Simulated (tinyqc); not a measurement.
Strain dependence: valley-orbit splitting of a donor ground state, with strain. Computed by tinyqc, a small Python program. Command: `OMP_NUM_THREADS=1 python tinyqc.py 3000025 3000026 out.jsonl valleyorbit walk`. One thread of a shared host (Intel(R) Xeon(R) Processor @ 2.30GHz), about 0.01 s of CPU time with the checks.

The basis is the 1s envelope in each valley; energies are counted from the unstrained conduction-band edge. The strain is e_s (a a^T - 1/3) for the unit stress axis a, so valley j along n_j moves by Xi_u e_s w_j with w_j = (n_j.a)^2 - 1/3: +1/3 for [111] and [-1-11], -1/3 for the others.

Inputs (values chosen for the exercise, modelled on donors in germanium):
```
quantity,value,unit
single-valley binding energy E_0,9.89,meV
central-cell shift Lambda,0.42,meV
coupling Delta_1,1.1,meV
shear deformation potential Xi_u,15.7,eV
shear strain e_s,-0.00052,-
```

Valleys: four along <111>. Stress axis: [110].

Method:
- By symmetry: E(A1) = E_0 + Lambda + 3 Delta_1 (one state), E(T2) = E_0 + Lambda - Delta_1 (three), as binding energies.
- H_jj = -(E_0 + Lambda) + Xi_u e_s w_j; H_jk = -Delta_1 between any two valleys.
- The contact hyperfine ratio is A/A_0 = (sum_j c_j)^2/(number of valleys), c_j the valley amplitudes of the ground state; binding from the lowest valley edge.

E(A1) = 13.61 meV

Against strain:
```
e_s,Xi_u e_s (w_max - w_min) (meV),binding (meV),gap to next level (meV),A/A_0
-0.00420,-43.960,11.520,2.3098,0.54980
-0.00160,-16.747,11.694,2.4842,0.62706
-0.00052,-5.443,12.188,2.9780,0.81434
-0.00016,-1.675,12.927,3.7166,0.96730
0.00016,1.675,12.927,3.7166,0.96730
0.00052,5.443,12.188,2.9780,0.81434
0.00160,16.747,11.694,2.4842,0.62706
0.00420,43.960,11.520,2.3098,0.54980
```

What does the comparison show, and why?

A/A_0 falls for either sign of strain, to 0.550 and 0.550 at the ends; its limits are the shares of the valleys that end up lowest, 2/4 under compression and 2/4 under tension. Near zero strain A/A_0 changes in second order, the binding in first. The binding energy drops from 13.61 meV to 11.52 and 11.52 meV, since fewer valleys share the valley-orbit gain.

Extremes, crossings and ranges named in words are read from the listed rows.
